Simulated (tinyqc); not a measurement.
Composition against offsets: model-solid line-up of a strained alloy layer on a substrate.

All values of the alloy are linear in x but the gap, Eg(x) = (1 - x) Eg_A + x Eg_B - C x (1 - x), and the valence edge, Ev(x) = (1 - x) Ev_A + x Ev_B + fv C x (1 - x); Ec = Ev + Eg. Ev is the top of the unstrained valence band on a scale common to all materials. In the layer only the Gamma valley of the conduction band is followed, also where an X or L valley would lie lower.

Coherent growth on a (001) face: e_par = (a_s - a)/a, e_perp = -2 (C12/C11) e_par; exx = eyy = e_par, ezz = e_perp, no shear.

Strained edges: Ec + ac tr(e); the valence edges are Ev plus the levels of the 6 x 6 matrix of X, Y, Z times spin with -Dso/3 + l exx + m (eyy + ezz) on the diagonal (cyclic), n exy off it, l = av + 2 b, m = av - b, n = sqrt(3) d. Spin-orbit term (Dso/3) L.sigma on X, Y, Z with (L_k)_ij = -i epsilon_kij: <X+|H|Y+> = -i Dso/3, <X+|H|Z-> = Dso/3, <Y+|H|Z-> = -i Dso/3, <Z+|H|X-> = -Dso/3, <Z+|H|Y-> = i Dso/3, <X-|H|Y-> = i Dso/3, and their conjugates; + and - are the spin along z.

dEc = Ec(substrate) - Ec(layer), dEv = Ev(layer) - Ev(substrate); positive values confine the carrier in the layer. Type I: both of one sign; type II: opposite signs; type III: the gaps do not overlap.

Parameters, chosen for this exercise (A near InSb, B near InAs, substrate near GaSb; the results hold for these values, not for the real material):
- a = (6.474, 6.066) angstrom (lattice constant of A, B)
- Eg = (0.238, 0.423) eV (gap at Gamma to the s-like level of A, B)
- Dso = (0.816, 0.394) eV (spin-orbit splitting of A, B)
- Ev = (0, -0.58) eV (top of the unstrained valence band of A, B)
- ac = (-6.98, -5.01) eV (conduction deformation potential of A, B)
- av = (0.36, 1.01) eV (valence hydrostatic potential of A, B)
- b = (-1.99, -1.82) eV (tetragonal shear potential of A, B)
- d = (-4.75, -3.65) eV (trigonal shear potential of A, B)
- C11 = (68.9, 83.1) GPa (of A, B)
- C12 = (37.3, 44.9) GPa (of A, B)
- C44 = (30.8, 39.5) GPa (of A, B)
- C = 0.719 eV (bowing of the gap)
- fv = 0.75 (share of the bowing taken by the valence edge)
- a_s = 6.102 angstrom (substrate)
- Eg_s = 0.81 eV (lowest gap of the substrate)
- Ev_s = -0.03 eV (substrate valence edge)
- face = 001 (growth face)

Each composition is strained to the same substrate.

Results:
```
x     e_par (%)  relaxed gap (eV)  strained gap (eV)  valence splitting (meV)  dEc (eV)  dEv (eV)  type
0.45      -3.00             0.143              0.210                      188     0.597     0.004     I
0.53      -2.49             0.157              0.210                      160     0.660    -0.061    II
0.60      -2.04             0.176              0.219                      135     0.713    -0.122    II
0.68      -1.53             0.207              0.238                      104     0.771    -0.199    II
0.83      -0.54             0.290              0.300                       40     0.869    -0.359   III
0.90      -0.08             0.340              0.341                        6     0.910    -0.441   III
0.98       0.46             0.405              0.361                       36     0.954    -0.505   III
```

Give the missing row, x = 0.75.

Computed row:
```
x     e_par (%)  relaxed gap (eV)  strained gap (eV)  valence splitting (meV)  dEc (eV)  dEv (eV)  type
0.75      -1.07             0.242              0.263                       76     0.818    -0.271   III
```

The alloy matches the substrate at x = 0.912, where the top valence edge changes its character and the splitting passes through zero. The strained gap runs from 0.210 to 0.361 eV, against 0.143 to 0.405 eV for the relaxed alloy: strain takes back part of the change that the composition makes. Strains above 2 % can be kept only in layers of a few nanometres. The type changes: I to II between x = 0.45 and 0.53, II to III between x = 0.68 and 0.75. Offsets below about 50 meV are within the spread of parameter sets, so those rows do not settle the type.

Program tinyqc; command `OMP_NUM_THREADS=1 python tinyqc.py 1050108 1050109 out.jsonl`; about 0.02 s on one thread of a shared Intel(R) Xeon(R) Processor @ 2.30GHz.
